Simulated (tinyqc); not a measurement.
Worked calculation: minority-electron transport through the base of a bipolar transistor (Moll-Ross and Kroemer integrals). Computed by tinyqc, a small Python program that keeps every step. Command: `OMP_NUM_THREADS=1 python tinyqc.py 3015244 3015245 out.jsonl base walk`. One thread of a shared host (Intel(R) Xeon(R) Processor @ 2.30GHz), about 0.01 s of CPU time with the checks. Intermediate numbers are printed to about 6 digits and carried at full precision; extremes and crossings named in words are read from the listed rows.

Low injection, one dimension, x from the emitter edge (0) to the collector edge (W), s = x/W. Recombination is treated as a small correction (valid for tau_B well below tau_n), computed from the stored charge.

Inputs (values chosen for the exercise, modelled on silicon): intrinsic density n_i at the emitter edge = 1e+10 1/cm^3; base doping at the emitter edge N_0 = 2.3e+18 1/cm^3; base width W = 160 nm; mu_min = 160 cm^2/(V s); mu_max = 1370 cm^2/(V s); N_ref = 2.1e+17 1/cm^3; saturation velocity v_s = 1 1e7 cm/s; electron lifetime tau_n = 5.9 ns; emitter Gummel number G_E = 3.5e+12 s/cm^4; base-emitter voltage V_BE = 0.65 V; temperature T = 300 K; doping ratio N_0/N(W) = 33.

Base doping profile: Gaussian. Gap grading: none. Exit of the base: infinite sink.

Constants: k_B = 8.617333262e-05 eV/K; e = 1.602176634e-19 C.

## Profile and built-in field

N(x) = N_0 (ratio)^(-s^2); n_i(x) = n_i; D(x) = (k_B T/e) mu, mu = mu_min + (mu_max - mu_min)/(1 + (N/N_ref)^0.7). Field that drives electrons towards the collector, averaged over the base: (k_B T/e) ln[N_0 n_i(W)^2/(N(W) n_i^2)]/W.

Across the base:
```
s     N (1/cm^3)  n_i(x)^2/n_i^2  D (cm^2/s)   y (s/cm^5)
0.0  2.30000e+18               1      9.0691  2.53608e+17
0.2  1.99980e+18               1      9.4897  2.10735e+17
0.4  1.31452e+18               1     10.9208  1.20367e+17
0.6  6.53225e+17               1     13.8719  4.70897e+16
0.8  2.45402e+17               1     18.9248  1.29672e+16
1.0  6.96970e+16               1     25.5315  2.72985e+15
```

drift factor eta (potential drop in k_B T/e) = 3.49651

mean built-in field = 5.64948 kV/cm

## Collector current and transit time

With y(x) = N n_i^2/(D n_i(x)^2): base Gummel number G_B = int_0^W y dx; J_C = e n_i^2 exp(e V_BE/k_B T)/G_B; n(x) = (J_C/e)(n_i(x)^2/(N n_i^2)) [int_x^W y dx]; transit time tau_B = (e/J_C) int n dx; trapezoid rule on 401 even points.

base Gummel number G_B = 1.66301e+12 s/cm^4

collector current density J_C = 0.800449 A/cm^2

base transit time tau_B = 4.23460 ps

share of the exit term in G_B = 0 %

mean velocity W/tau_B = 0.377839 1e7 cm/s

Plain diffusion with the D of the emitter edge would take W^2/(2D) = 14.1 ps, 3.33 times the result.

## Gain and speed

Emitter-limited gain beta_E = G_E/G_B; recombination-limited gain beta_R = tau_n/tau_B; 1/beta = 1/beta_E + 1/beta_R; f_T from the base alone = 1/(2 pi tau_B).

beta_E = 2.10461

beta_R = 1393.28

current gain beta = 2.10144

f_T from the base alone = 37.5844 GHz

The gain is limited mainly by hole injection into the emitter (100 % of the base current).

## What grading buys

N(x) = N_0 (ratio)^(-s^2); n_i(x)^2 = n_i^2 exp(s dE_g/k_B T); D(x) = (k_B T/e) mu, mu = mu_min + (mu_max - mu_min)/(1 + (N/N_ref)^0.7).

The same base with other gradings:
```
dE_g (meV)  dE_g/k_B T  G_B (s/cm^4)  J_C gain  tau_B (ps)  speed gain
0               0.0000   1.66301e+12   1.00000     4.23460     1.00000
25              0.9670   1.31548e+12   1.26419     3.59261     1.17870
50              1.9341   1.07179e+12   1.55162     3.10703     1.36291
75              2.9011   8.95025e+11   1.85806     2.72998     1.55115
100             3.8682   7.62892e+11   2.17988     2.43039     1.74235
150             5.8023   5.81833e+11   2.85823     1.98736     2.13077
200             7.7363   4.65944e+11   3.56913     1.67757     2.52424
300            11.6045   3.29414e+11   5.04840     1.27589     3.31893
```

At 100 meV J_C rises by a factor 2.18 and the transit is 1.74 times faster; at 300 meV the factors are 5.05 and 3.32. For a uniform base without exit term both tend to be linear in dE_g/k_B T, J_C as x/(1 - exp(-x)) and the speed as x/2. From 300 meV on the mean velocity W/tau_B exceeds v_s, so those speed gains are overstated.

Checks made by the program: Gummel integral against a 60-point Gauss rule (relative difference 4e-07).
